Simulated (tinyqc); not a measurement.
Trap density from one capacitance.

Problem. Traps spread evenly through the insulator exchange electrons with the semiconductor by tunnelling, with tau(x) = t0 exp(2 ka x) at depth x from the interface. The admittance per area Y seen at depth x obeys dY/dx = -Y^2/(i w eps0 eox) + q Nb ln(1 + i w tau)/tau, with Y(0) = i w Cs and w = 2 pi f; the gate sees Y(tox) = G + i w C. Working variable y = Y/(i w), in uF/cm^2. Cox = eps0 eox/tox. Find Nb and G/w.

Parameters, values chosen for the exercise: relative permittivity of the insulator eox = 3.85; insulator thickness tox = 3 nm; semiconductor capacitance in accumulation Cs = 0.53 uF/cm^2; decay constant of the wave function in the insulator ka = 3.7 1/nm; time constant of a trap at the interface t0 = 2e-10 s; frequency f = 1e6 Hz.

Constants: q = 1.602176634e-19 C, eps0 = 8.8541878128e-14 F/cm where lengths are in cm. Results are converted to the units shown.

C = 0.72309991 uF/cm^2

Answer. C rises steadily with Nb, so one density matches; in practice ka and t0 must come from the frequency dependence.

Nb = 5.700e19 cm^-3 eV^-1
G/w = 0.06767 uF/cm^2

Computed by the program tinyqc: `OMP_NUM_THREADS=1 python tinyqc.py 2202134 2202135 out.jsonl`, one thread of a shared Intel Xeon 2.30GHz, about 0.3 s for the whole run.
